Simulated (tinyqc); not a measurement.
# Length offset and series resistance from crossing lines

Problem. R_total = Rs + k (L - dL)/Vo with constant Rs, dL and k. Find k, dL and Rs.

R_total at (L, Vo) = (50, 0.36), (100, 0.36), (50, 0.97) and (100, 0.97), L in nm and Vo in V (ohm um): 303.22222  483.77778  200.57732  267.58763

Solution. At each overdrive R is a straight line in L with slope k/Vo; the two lines cross at L = dL, R = Rs.

k = 1.300 ohm um V/nm
dL = 4.800 nm
Rs = 140.0 ohm um

Computed by the program tinyqc: `OMP_NUM_THREADS=1 python tinyqc.py 2282233 2282234 out.jsonl`, one thread of a shared Intel Xeon 2.30GHz, about 0.03 s for the whole run.
